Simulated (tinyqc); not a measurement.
# Charge neutrality of a doped semiconductor with incomplete ionisation, step by step

A worked calculation. Computed by tinyqc, a small Python program that keeps every step. Command: `OMP_NUM_THREADS=1 python tinyqc.py 3007143 3007144 out.jsonl dopant walk`. One thread of a shared host (Intel(R) Xeon(R) Processor @ 2.30GHz), about 0.04 s of CPU time with the checks. Intermediate numbers are printed to about 6 digits and carried at full precision; extremes and crossings named in words are read from the listed rows.

Energies are counted from the top of the valence band; E_D is measured down from the conduction band and E_A up from the valence band.

Inputs (values chosen for the exercise, modelled on InAs): gap at 0 K E_g0 = 0.423 eV; Varshni alpha = 0.000281 eV/K; Varshni beta = 91.8 K; electron mass m_e = 0.0266 m_0; valleys M_c = 1; hole mass m_h = 0.426 m_0; donor density N_D = 4.1e+15 cm^-3; acceptor density N_A = 4.2e+16 cm^-3; donor depth E_D = 0.00149 eV; acceptor depth E_A = 0.0205 eV; donor degeneracy g_D = 2; acceptor degeneracy g_A = 4; temperature T = 150 K; iteration cap = 60.

Doping: p-type, compensated. Statistics of the bands: Fermi-Dirac. Solver: bisection. Start of Newton steps: intrinsic level E_i.

ratios u of density to N: [0.0043, 0.017, 0.064, 0.25, 0.95, 3.6, 14]

Constants: m_0 = 9.1093837015e-31 kg; k_B = 1.380649e-23 J/K; h = 6.62607015e-34 J s; k_B = 8.617333262e-05 eV/K.

## Gap and effective densities of states

E_g = E_g0 - alpha T^2/(T + beta). N_c = 2 M_c (2 pi m_e k_B T/h^2)^(3/2) and N_v = 2 (2 pi m_h k_B T/h^2)^(3/2), masses in units of m_0. n_i = sqrt(N_c N_v) exp(-E_g/(2 k_B T)); E_i = E_g/2 + (k_B T/2) ln(N_v/N_c).

gap E_g = 0.396852 eV

N_c = 3.84901e+16 cm^-3

N_v = 2.46684e+18 cm^-3

k_B T = 0.0129260 eV

intrinsic density n_i = 6.63620e+10 cm^-3

intrinsic level E_i = 0.225314 eV

## Charges at trial Fermi levels

n = N_c F_1/2((E_F - E_g)/k_B T), p = N_v F_1/2(-E_F/k_B T). F_1/2(eta) = (2/sqrt(pi)) int_0^infinity sqrt(x)/(1 + exp(x - eta)) dx, by the trapezoid rule in t = sqrt(x) with step 0.02 up to t = 12 (for eta < -12 by exp(eta) - exp(2 eta)/2^(3/2)). N_D+ = N_D/(1 + g_D exp((E_F - E_g + E_D)/k_B T)). N_A- = N_A/(1 + g_A exp((E_A - E_F)/k_B T)). Neutrality: p + N_D+ = n + N_A-; the log ratio is ln[(p + N_D+)/(n + N_A-)]. The last column is ln[(p + N_D+)/(n + N_A-)], which vanishes at neutrality; trial levels are the majority level plus multiples of k_B T, rounded to 0.1 meV.

Densities (cm^-3):
```
E_F (eV)            n            p         N_D+         N_A-  log ratio
-0.0183   4.33355e+02  5.03525e+18  4.10000e+15  5.15470e+14    9.18771
0.0076    3.21400e+03  1.16138e+18  4.10000e+15  3.54392e+15    5.79565
0.0334    2.36531e+04  1.81414e+17  4.10000e+15  1.69733e+16    2.39149
0.0593    1.75424e+05  2.50145e+16  4.10000e+15  3.50348e+16   -0.18510
0.0981    3.52949e+06  1.24752e+15  4.10000e+15  4.15890e+16   -2.05120
```

The log ratio changes sign between 0.0334 and 0.0593 eV.

## Solving for the Fermi level

Bisection of the log ratio between E = -0.3 and E_g + 0.3 eV; stop when |log ratio| < 1e-9.

Course of the iteration:
```
step   E_F (eV)     log ratio
1      0.198426  -2.32655e+00
2     -0.050787   1.28252e+01
3      0.073820  -1.16912e+00
4      0.011516   5.25845e+00
5      0.042668   1.34614e+00
6      0.058244  -1.00747e-01
7      0.050456   5.74452e-01
8      0.054350   2.25057e-01
9      0.056297   5.92355e-02
...         ...           ...
28     0.057010   1.57001e-07
29     0.057010   3.68740e-09
30     0.057010  -7.29692e-08
31     0.057010  -3.46409e-08
32     0.057010  -1.54768e-08
33     0.057010  -5.89469e-09
34     0.057010  -1.10366e-09
35     0.057010   1.29187e-09
36     0.057010   9.41076e-11
```

Fermi level E_F (last iterate) = 0.0570095 eV

converged (1 yes, 0 no) = 1

steps = 36

Converged in 36 steps.

## Densities at the solution

The formulas are those given above.

majority density p = 2.98434e+16 cm^-3

minority density n = 146937 cm^-3

ionised share of the acceptors = 0.808177

distance of E_F from the majority band edge = 0.0570095 eV

p is 78.7 % of the net doping; n p / n_i^2 = 0.9957.

## The closed form for the extrinsic range

With Boltzmann statistics, no electrons and every donor ionised, p (p + N_D) = p1 (N_A - N_D - p) with p1 = (N_v/g_A) exp(-E_A/k_B T). Take the positive root.

p1 = 1.26273e+17 cm^-3

p from the quadratic = 2.98663e+16 cm^-3

Against the full solution, 2.9843e16 cm^-3, the quadratic is off by 0.077 %.

## Carrier density against temperature

Neutrality is solved by bisection at each T. The last column is -k_B d ln(p T^-3/2)/d(1/T) from this row and the one above; it turns negative as ionisation nears completion, when the density grows more slowly than that power of T.

Against temperature:
```
T (K)    p (cm^-3)  E_F from the band edge (eV)  ionised share  activation energy (eV)
8.5    5.38479e+04                     0.019886       0.097619                       -
11.0   4.58749e+07                     0.019706       0.097619               0.0205000
15.0   2.33473e+10                     0.019417       0.097620               0.0205000
22.0   6.43450e+12                     0.018915       0.097772               0.0204929
34.0   4.95230e+14                     0.018418       0.109410               0.0198227
53.0   5.14135e+15                     0.021052       0.220032               0.0136826
79.0   1.45079e+16                     0.028380       0.443045               0.0060872
120.0  2.54570e+16                     0.043782       0.703737              -0.0012905
300.0  3.60823e+16                     0.136054       0.956208              -0.0176763
```

Between the two coldest rows the activation energy is 0.0205 eV, 1.00 of the dopant depth: with compensation E_F is pinned at the level and the full depth shows. The density is within 10 % of the net doping in one row, 300 K.

## Reduced Fermi level from a carrier density

For u = density/N of the majority band, eta solves F_1/2(eta) = u (bisection). Boltzmann: ln u. Joyce-Dixon: ln u + u/sqrt(8) - 4.95009e-3 u^2 + 1.48386e-4 u^3 - 4.42563e-6 u^4. Degenerate limit: (3 sqrt(pi) u/4)^(2/3). The last column is (eta - ln u) k_B T.

Eta by four rules:
```
u       density (cm^-3)     exact  Boltzmann  Joyce-Dixon  degenerate  Boltzmann error (meV)
0.0043      1.06074e+16  -5.44762   -5.44914     -5.44762     0.03197            1.96500e-02
0.017       4.19363e+16  -4.06853   -4.07454     -4.06853     0.07993            7.76720e-02
0.064       1.57878e+17  -2.72627   -2.74887     -2.72627     0.19344            2.92220e-01
0.25        6.16711e+17  -1.29821   -1.38629     -1.29821     0.47979            1.13854e+00
0.95        2.34350e+18   0.28024   -0.05129      0.28024     1.16835            4.28538e+00
3.6         8.88063e+18   2.49581    1.28093      2.49575     2.83983            1.57035e+01
14          3.45358e+19   6.90140    2.63906      6.85574     7.02279            5.50950e+01
```

Boltzmann statistics place E_F within 1 meV of the exact value up to u = 0.0640 of those listed and miss by 55.1 meV at u = 14. Joyce-Dixon stays within 0.01 in eta up to u = 3.60; the degenerate limit is still 1.8 % high at the last u. A parabolic band is assumed throughout.

Checks made by the program: neutrality at the solution (relative difference 1e-10).
